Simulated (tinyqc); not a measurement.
Stability and critical current from long pulses.

Problem. For long pulses a magnetic tunnel junction switches at I = Ic0 [1 - ln(tp/t0)/Delta]. Find Ic0 and Delta.

Parameters, values chosen for the exercise: attempt time t0 = 1 ns.

switching current for pulses of 0.0001 and 0.01 s (uA): 34.855846  32.440616

Solution. I is linear in ln tp: it equals Ic0 at tp = t0, and the slope is -Ic0/Delta.

Ic0 = 40.9 uA
Delta = 78.0

tinyqc, about 0.01 s, one thread, Intel Xeon 2.30GHz (shared host): `OMP_NUM_THREADS=1 python tinyqc.py 2450144 2450145 out.jsonl`
